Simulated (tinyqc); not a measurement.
p-n heterojunction, non-linear Poisson equation by Newton steps, Boltzmann statistics: two steps of the calculation.

One dimension, material 1 (p-type) at x < 0 and material 2 (n-type) at x > 0. Band edges: Ec = -psi in material 1 and -psi + dEc in material 2, Ev = Ec - Eg. Flat quasi-Fermi levels: 0 for holes, +V for electrons. n = Nc F((EFn - Ec)/Vt), p = Nv F((Ev - EFp)/Vt), with F(eta) = exp(eta) (Boltzmann statistics); full ionisation, no interface charge, classical densities; the doping types are chosen for the exercise.

Values chosen for this exercise; band and dielectric values close to those of In0.53Ga0.47As and InAlAs:

| symbol | value | unit | meaning |
|---|---|---|---|
| T | 250 | K | temperature |
| Eg1 | 0.736 | eV | band gap of material 1 |
| er1 | 13.7 |  | relative permittivity of material 1 |
| Nc1 | 1.59e17 | cm^-3 | conduction-band density of states of material 1 |
| Nv1 | 5.95e18 | cm^-3 | valence-band density of states of material 1 |
| Eg2 | 1.47 | eV | band gap of material 2 |
| er2 | 12.4 |  | relative permittivity of material 2 |
| Nc2 | 3.8e17 | cm^-3 | conduction-band density of states of material 2 |
| Nv2 | 7.59e18 | cm^-3 | valence-band density of states of material 2 |
| dEc | 0.52 | eV | conduction-band offset Ec2 - Ec1 |
| N1 | 2.6e17 | cm^-3 | acceptor density of material 1 |
| N2 | 6.3e15 | cm^-3 | donor density of material 2 |
| V | 0.42 | V | bias of side 1 against side 2 |

Constants: q = 1.602176634e-19 C, kB = 1.380649e-23 J/K, Vt = kB T/q, eps0 = 8.8541878128e-14 F/cm where lengths are in cm. Results are converted to the units shown.

Problem 1. Densities, residual and Jacobian diagonal. n_i = Nc F(a_n), a_n = (V - Ec_i)/Vt; p_i = Nv F(a_p), a_p = (Ec_i - Eg)/Vt; rho_i = p_i - n_i + C_i with C = -N1 or +N2; g_i = (n_i + p_i)/Vt. Box widths w_i = (h_(i-1) + h_i)/2 in cm. Residual F_i = a_i (psi_(i+1) - psi_i) - a_(i-1) (psi_i - psi_(i-1)) + q rho_i w_i; Jacobian: a_(i-1) and a_i beside the diagonal, b_i = -a_(i-1) - a_i - q g_i w_i on it. The two end nodes are fixed.

x, node 0 to 10 (nm): [-75.3, -54.7, -37.9, -24.2, -12.9, -3.75, 3.75, 26.2, 93.7, 296, 903]
coupling a_i, interval 0 to 9 (F/cm^2): [5.8884647e-7, 7.2203793e-7, 8.8541878e-7, 1.0734723e-6, 1.3257090e-6, 1.5368066e-6, 4.8905091e-7, 1.6265471e-7, 5.4271838e-8, 1.8087632e-8]
psi after iteration 1, node 0 to 10 (V): [-0.66855935, -0.66842183, -0.66763733, -0.66427872, -0.65519003, -0.64060187, -0.05815349, -0.04730804, -0.01693720, 0.01009214, 0.01168049]
material, node 0 to 10: [1, 1, 1, 1, 1, 1, 2, 2, 2, 2, 2]
psi_L = -0.66855935 V
psi_R = 0.011680486 V

Find: n; p; residual F; diagonal b.

Solution 1.

n, node 0 to 10 (cm^-3): [1.5512e12, 1.5611e12, 1.6190e12, 1.8921e12, 2.8852e12, 5.6788e12, 2.4635e14, 4.0755e14, 1.6689e15, 5.8522e15, 6.3000e15]
p, node 0 to 10 (cm^-3): [2.6000e17, 2.5835e17, 2.4911e17, 2.1315e17, 1.3978e17, 7.1019e16, 7.9691, 4.8170, 1.1763, 0.33546, 0.31161]
residual F, node 1 to 9 (in units of 1e-7 C/cm^2): [-0.0001, -0.0025, -0.0260, -0.1011, 8.5056, -8.8835, 0.0388, 0.0654, 0.0146]
diagonal b, node 1 to 9 (F/cm^2): [-4.9038e-6, -4.4327e-6, -3.9404e-6, -3.4622e-6, -3.3023e-6, -2.0286e-6, -6.6534e-7, -3.8436e-7, -1.8335e-6]

Problem 2. Check against the first integral. Exact first integral: on each side D^2/(2 eps0 er) = G, G = q [Vt (nI_j - nI_b) + Vt (pI_j - pI_b) - C (psi_j - psi_b)], with C = -N1 or +N2, b the neutral end of that side, and nI, pI the densities themselves. D is continuous, so er1 G1(psi_j) = er2 G2(psi_j) fixes psi_j. Ends from Nv1 F((-psi_L - Eg1)/Vt) = N1 and Nc2 F((V + psi_R - dEc)/Vt) = N2. D is counted positive when psi rises towards material 2.

Find: psi_j; D; psi_j - psi_L; psi_R - psi_j; Ec1 - EFn at the interface; Ec2 - EFn at the interface.

Solution 2.

psi_j = -0.63859 V
D = 37.330 nC/cm^2
psi_j - psi_L = 0.029973 V
psi_R - psi_j = 0.65027 V
Ec1 - EFn at the interface = 0.21859 eV
Ec2 - EFn at the interface = 0.73859 eV

Material 2 takes 95.6 % of the bending.

tinyqc, about 0.03 s, one thread, Intel Xeon 2.30GHz (shared host): `OMP_NUM_THREADS=1 python tinyqc.py 2040087 2040088 out.jsonl`
